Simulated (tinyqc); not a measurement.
## Scale length and barrier from the threshold roll-off

Problem. For L well above Lambda the threshold falls by 2 m sqrt(A (A + Vds)) exp(-pi L/(2 Lambda)), A being the height of the source potential over the barrier top; the two values follow this form. Find Lambda and A.

Values chosen for this exercise: long-channel body factor m = 1; drain voltage Vds = 0.6 V.

threshold lowering at L = 29 and 47 nm (mV): 46.533387  6.6769531

Solution. The ratio of the two values gives Lambda; the prefactor gives A (A + Vds), a quadratic with one positive root.

Lambda = 14.56 nm
A = 0.3100 V

Computed by the program tinyqc: `OMP_NUM_THREADS=1 python tinyqc.py 2420058 2420059 out.jsonl`, one thread of a shared Intel Xeon 2.30GHz, about 0.01 s for the whole run.
